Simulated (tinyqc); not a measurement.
Worked calculation: effective-mass impurity with a central-cell term, in a basis of Slater functions. Computed by tinyqc, a small Python program that keeps every step. Command: `OMP_NUM_THREADS=1 python tinyqc.py 3017587 3017588 out.jsonl centralcell walk`. One thread of a shared host (Intel(R) Xeon(R) Processor @ 2.30GHz), about 0.01 s of CPU time with the checks. Intermediate numbers are printed to about 6 digits and carried at full precision; extremes and crossings named in words are read from the listed rows.

The envelope obeys H = -nabla^2 - (2/r) [Z + A exp(-kappa r)] in effective units, with kappa = a*/lambda; positive A deepens the well near the core.

Inputs (values chosen for the exercise, for a model semiconductor): effective mass m = 0.0648 m_0; dielectric constant eps = 15.6; charge Z of the core = 1; central-cell strength A = 57; central-cell range lambda = 0.98 angstrom; basis size n = 2; smallest exponent zeta_1 = 0.46 1/a*; ratio beta of exponents = 2.9.

Impurity: donor, one isotropic band.

Constants: Ry = 13.605693123 eV; a_0 = 0.529177210903 angstrom.

## Effective units

Units: Ry* = Ry m/eps^2 and a* = a_0 eps/m, with m in m_0. kappa = a*/lambda; the hydrogenic ground state is bound by Z^2 Ry*.

Ry* = 3.62282 meV

a* = 127.395 angstrom

kappa = 129.994 1/a*

hydrogenic binding energy = 3.62282 meV

## Matrices over the s basis

zeta_i = zeta_1 beta^(i-1), i = 1..n. For s functions exp(-zeta r), with s = zeta_i + zeta_j: S = 2/s^3, T = zeta_i zeta_j S, V = -2 Z/s^2, W = -2 A/(s + kappa)^2; each function is normalised by dividing by sqrt(S_ii S_jj).

exponents (1/a*): [0.46, 1.334]

overlap S:
```
[[1.00000, 0.66603],
 [0.66603, 1.00000]]
```

kinetic T (Ry*):
```
[[0.2116, 0.408702],
 [0.408702, 1.779556]]
```

Coulomb V (Ry*):
```
[[-0.92, -1.19486],
 [-1.19486, -2.668]]
```

central cell W (Ry*):
```
[[-0.00258978, -0.0126206],
 [-0.0126206, -0.0615087]]
```

## Generalised eigenproblem

(T + V + W) c = E S c with c^T S c = 1 and the largest component positive.

two lowest levels (Ry*): [-1.00608, -0.06675]

coefficients of the lowest state: [0.327705, 0.751403]

<T> = 1.22875 Ry*

<W> = -0.0412217 Ry*

## Converged levels

Large basis: zeta_i = 0.06 x 1.6^(i-1), i = 1..22, same formulas; for p functions r exp(-zeta r): S = 24/s^5, T = zeta_i zeta_j S (centrifugal term included), V = -12 Z/s^4, W = -12 A/(s + kappa)^4; overlap eigenvalues below 1e-11 are dropped. Binding energies are -E Ry*; the effective quantum number is nu = Z/sqrt(-E); |psi(0)|^2 is given relative to the hydrogenic Z^3/(pi a*^3).

1s binding energy = 3.82662 meV

2s binding energy = 0.930608 meV

2p binding energy = 0.905688 meV

effective quantum number of 1s = 0.973006

relative |psi(0)|^2 = 11.6611

The central cell moves 1s by +0.204 meV, 2s by +0.025 meV and 2p by a negligible amount: p states vanish at the core, so the 2p level gives the hydrogenic scale and 1s the chemical shift. The small basis lies 0.18 meV above the converged 1s level. Caution: the density at the core is many times hydrogenic, so the result hangs on the model potential inside one cell, where the envelope picture is weak.

## Chemical shift by three methods

First order: shift = 8 A Z^3/(2 Z + kappa)^2 Ry*. One exponent: minimise zeta^2 - 2 Z zeta - 8 A zeta^3/(2 zeta + kappa)^2 by golden section on 0.2 to 6 Z. All shifts are the binding beyond Z^2 Ry*.

Shift of the 1s binding energy (meV):
```
A      first order  one exponent  large basis
-57.0    -0.094820     -0.089732    -0.064277
-28.5    -0.047410     -0.046092    -0.038130
5.7       0.009482      0.009537     0.009984
14.2      0.023622      0.023968     0.027043
28.5      0.047410      0.048832     0.063895
57.0      0.094820      0.100749     0.203803
71.2      0.118442      0.127894     0.371346
```

The three columns are ordered, first order <= one exponent <= large basis, since each is a variational bound with more freedom. At the largest attractive A first order gives 32 % and one exponent 34 % of the shift; at the most repulsive A the true shift is -0.064 meV against -0.095. Attraction pulls the envelope in and feeds itself, repulsion pushes it out and saturates.

## Convergence with the basis

The error is the lowest level above the large-basis value.

Error of the 1s level:
```
n  error (meV)  largest exponent (1/a*)
1      1.25083              4.60000e-01
2      0.18178              1.33400e+00
3      0.17201              3.86860e+00
4      0.11366              1.12189e+01
5      0.08248              3.25349e+01
6      0.04736              9.43513e+01
7      0.04727              2.73619e+02
8      0.04726              7.93494e+02
```

The error falls from 1.25 to 0.0473 meV. The last function changes it by less than 5 %: it has levelled off, and what remains is set by beta and zeta_1, not by the range of exponents.

Checks made by the program: the large basis at A = 0 against Z^2, Z^2/4 and Z^2/4 (relative difference 5e-06).
